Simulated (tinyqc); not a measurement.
Choice of the surrounding dielectric: dielectric confinement in a thin film (image charges).

A film |z| < t/2 of dielectric constant eps between half-spaces of dielectric constant e2; lam = (eps - e2)/(eps + e2), q = e^2/(4 pi eps0). The self-energy of a band edge is taken with the high-frequency value, e2 = eh, and the field of a fixed ion with the static one, e2 = eo. A charge at z has images lam^|n| at n t + (-1)^n z. Its self-energy is S(z) = (q/2 eps) sum over n >= 1 of lam^n [1/(n t - 2z) + 1/(n t + 2z)] for odd n and 2 lam^n/(n t) for even n; at the centre S(0) = -(q/(eps t)) ln(1 - lam).

Donor at the centre, lam from the static eo, trial function cos(pi z/t) exp(-rho/l): E(l) = c/(m l^2) - (q/eps) times the integral over k of F(k t) (1 + (k l/2)^2)^(-3/2), with F(x) = F0 + 2 lam exp(-x) G/(1 - lam exp(-x)), F0 = 2[(1 - exp(-x/2))/x + x (1 + exp(-x/2))/(x^2 + 4 pi^2)], G = 2 sinh(x/2)[1/x - x/(x^2 + 4 pi^2)]; c = hbar^2/2m0. The binding energy is -E at the minimum, counted from the subband edge with its self-energy.

Constants: e^2/(4 pi eps0) = 14.39964547 eV angstrom; hbar^2/2m0 = 3.80998211 eV angstrom^2; Ry = 13.60569312 eV.

Inputs chosen for the exercise (out of a larger set: near those of a Si (100) film, two-fold valleys, between layers of Si3N4; not measured data):

| symbol | value | unit | meaning |
|---|---|---|---|
| t | 40 | angstrom | film thickness |
| eps | 11.8 |  | dielectric constant of the film |
| m | 0.191 | m0 | mass in the plane |

The same film between different dielectrics; in this table one value e2 serves for both eo and eh.

Results:

| case | lam | <S> (meV) | binding (meV) | l (angstrom) |
|---|---|---|---|---|
| e2 = 1 | 0.844 | 62.4 | 144.3 | 23.9 |
| e2 = 2.5 | 0.650 | 36.4 | 97.5 | 24.7 |
| e2 = 3.9 | 0.503 | 24.7 | 77.7 | 25.4 |
| e2 = 7.5 | 0.223 | 9.2 | 53.4 | 26.7 |
| e2 = 16 | -0.151 | -5.3 | 33.1 | 28.6 |
| e2 = 25 | -0.359 | -11.8 | 25.0 | 29.9 |
| e2 = 80 | -0.743 | -22.0 | 13.5 | 32.9 |

What does the comparison show, and why?

The binding spans a factor 10.7, from 144 meV in vacuum to 13.5 meV for e2 = 80; going from 3.9 to 25 changes it by -52.7 meV and the band edge by -36.5 meV, so the binding responds 1.44 times as much as the edge (for an orbit much smaller than t the binding would change by twice the change of S(0), -61.4 meV; here l/t = 0.63 for e2 = 3.9).

Program tinyqc; command `OMP_NUM_THREADS=1 python tinyqc.py 1250776 1250777 out.jsonl`; about 0.09 s on one thread of a shared Intel(R) Xeon(R) Processor @ 2.30GHz.
